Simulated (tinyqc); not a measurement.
# Remanence, coercive field and barrier from the coefficients

Question. u = al P^2 + be P^4 - E P (P in uC/cm^2, E in kV/cm, u in mJ/cm^3). Find Pr, the polarisation Pc at which dE/dP = 0, Ec and the barrier u(0) - u(Pr).

al = -71.447096 kV cm/uC
be = 0.089308870 kV cm^5/uC^3

Solution. Pr^2 = -al/(2 be), Pc^2 = -al/(6 be), Ec = -(4/3) al Pc and the barrier is al^2/(4 be).

Pr = 20.00 uC/cm^2
Pc = 11.55 uC/cm^2
Ec = 1100 kV/cm
barrier = 1.429e4 mJ/cm^3

Numbers from tinyqc (`OMP_NUM_THREADS=1 python tinyqc.py 2860122 2860123 out.jsonl`; about 0.1 s on one thread of a shared Intel Xeon 2.30GHz).
